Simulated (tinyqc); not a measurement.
The square root of alpha at three temperatures: phonon-assisted absorption at an indirect gap.

alpha(E) = sum_j A_j [N_j (E - Eg + w_j)^2 + (N_j + 1)(E - Eg - w_j)^2], each bracket counted only where its base is positive; N_j = 1/(exp(w_j/kB T) - 1). The first term absorbs a phonon and the second emits one; excitons and direct transitions are left out.

Constants: kB = 8.617333262e-05 eV/K.

Parameters, chosen for this exercise (out of a larger set: loosely those of SiC at room temperature; Eg is not tied to T; not measured data): Eg = 3.23 eV (indirect gap, held fixed unless listed); w = (68.9, 44.3) meV (two zone-edge phonons); A = (3600, 210) 1/(cm eV^2) (their strengths).

The gap is held fixed, so only the phonon occupations change.

sqrt(alpha) (1/cm^(1/2)):
```
E - Eg (eV),77 K,300 K,600 K
-0.04,0.010,0.475,1.039
-0.02,0.021,0.819,1.782
0.00,0.032,1.170,2.535
0.02,0.044,1.523,3.292
0.04,0.057,1.876,4.050
0.07,0.386,2.444,5.211
0.10,2.035,3.630,6.774
0.15,5.103,6.554,10.193
0.20,8.185,9.743,13.979
0.30,14.355,16.294,21.884
0.45,23.613,26.228,33.992
0.60,32.872,36.196,46.189
```

What can be read from this table?

Below the gap only phonon absorption acts: at E - Eg = -0.02 eV sqrt(alpha) is 0.021, 0.819 and 1.782 at 77, 300 and 600 K. A straight line through the last two rows meets the axis at E - Eg = +0.0675, +0.0553 and +0.0320 eV: the intercept is roughly a weighted mean of the thresholds, not the gap, and it moves from the emission side towards Eg as the occupations grow. At the last row alpha grows by a factor 1.97 from the lowest to the highest temperature at fixed gap.

(tinyqc, `OMP_NUM_THREADS=1 python tinyqc.py 1680366 1680367 out.jsonl`, Intel(R) Xeon(R) Processor @ 2.30GHz, 1 thread, shared host, about 0.01 s.)
